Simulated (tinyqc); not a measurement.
What moves the results: spherical quantum dot. A value that a table varies takes the place of the one given here.

A sphere of radius R, isotropic masses, c = hbar^2/2m0, k = sqrt(mw E/c), kappa = sqrt(mb (V0 - E)/c). State n l is the spherical Bessel function j_l(k r) inside and k_l(kappa r) outside; psi and psi'/m are continuous: (k/mw) j_l'(kR)/j_l(kR) = (kappa/mb) k_l'(kappa R)/k_l(kappa R). For l = 0 this reads kR cot(kR) = 1 - (mw/mb)(1 + kappa R).

With hard walls E = c (x/R)^2/mw, x a zero of j_l: 1s 3.141593; 2s 6.283185; 1p 4.493409; 2p 7.725252; 1d 5.763459; 2d 9.095011; 1f 6.987932; 2f 10.417119.

Constants: hbar^2/2m0 = 3.80998211 eV angstrom^2.

Parameters, chosen for this exercise (near those of a Si dot in SiO2, with the mean mass 3/(2/mt + 1/ml) for all six valleys; not measured data): V0 = 3.219 eV (barrier height); mw = 0.263 m0 (mass inside); mb = 0.513 m0 (mass outside); Rs = (10, 13, 15, 20, 26, 33, 45) angstrom (radii); R = 15 angstrom (radius).

## Radius

The two lowest states against R; a dash marks an unbound state.

Levels (eV):

| R (angstrom) | 1s | 1p | 1s, hard walls | flat well of width 2R |
|---|---|---|---|---|
| 10 | 0.8130 | 1.6687 | 1.4298 | 0.2136 |
| 13 | 0.5441 | 1.1170 | 0.8460 | 0.1406 |
| 15 | 0.4323 | 0.8870 | 0.6355 | 0.1110 |
| 20 | 0.2670 | 0.5471 | 0.3574 | 0.0678 |
| 26 | 0.1688 | 0.3456 | 0.2115 | 0.0426 |
| 33 | 0.1098 | 0.2248 | 0.1313 | 0.0276 |
| 45 | 0.0619 | 0.1267 | 0.0706 | 0.0155 |

The lowest state is bound at every radius listed. 1p is bound at every radius listed. At the largest radius the level is 0.88 of the hard-wall value and 3.99 times that of the flat well (the hard-wall ratio is 4.00); the exponent d ln E/d ln R between the last two radii is -1.85. Levels above about 0.3 eV lie beyond the range of a parabolic mass.

## Shape and dimension

Lowest level with hard walls: film c (pi/2R)^2/mw, cylinder c (2.404826/R)^2/mw, sphere c (pi/R)^2/mw, square or cube of side a: 2 or 3 times c (pi/a)^2/mw; c = hbar^2/2m0. Finite barriers V0 with outer mass mb and psi, psi'/m continuous for film, cylinder and sphere (not separable for the square and the cube: dash).

Lowest level (eV):

| shape | hard walls | finite barrier |
|---|---|---|
| film, width 2R | 0.1589 | 0.1110 |
| cylinder, radius R | 0.3724 | 0.2568 |
| square wire of equal area | 0.4045 | - |
| sphere, radius R | 0.6355 | 0.4323 |
| cube of equal volume | 0.7336 | - |

With hard walls the levels of film, cylinder and sphere stand as 1 : 2.34 : 4.00; with the finite barrier as 1 : 2.31 : 3.90. The square lies 8.6 % above the circle of equal area and the cube 15.5 % above the sphere of equal volume: round shapes give the lowest level for a given size.

## What each parameter does

The lowest level 1s and its distance to V0. Each row changes one parameter from the base and keeps the others.

Results:

| case | E (eV) | V0 - E (eV) | k R |
|---|---|---|---|
| base | 0.4323 | 2.7867 | 2.5913 |
| R = 17 angstrom | 0.3516 | 2.8674 | 2.6485 |
| V0 = 2.736 eV | 0.4191 | 2.3169 | 2.5513 |
| mw = 0.2893 m0 | 0.4069 | 2.8121 | 2.6366 |
| mb = 0.4104 m0 | 0.4507 | 2.7683 | 2.6457 |

The largest shifts from the base row, up to three for each result and ties (the steps differ in size, so this ranks the rows, not the parameters). E (eV): R -0.0807, mw -0.0254, mb +0.0183. V0 - E (eV): V0 -0.4698, R +0.0807, mw +0.0254. k R: R +0.0572, mb +0.0544, mw +0.0453.

(tinyqc, `OMP_NUM_THREADS=1 python tinyqc.py 1250122 1250123 out.jsonl`, Intel(R) Xeon(R) Processor @ 2.30GHz, 1 thread, shared host, about 0.05 s.)
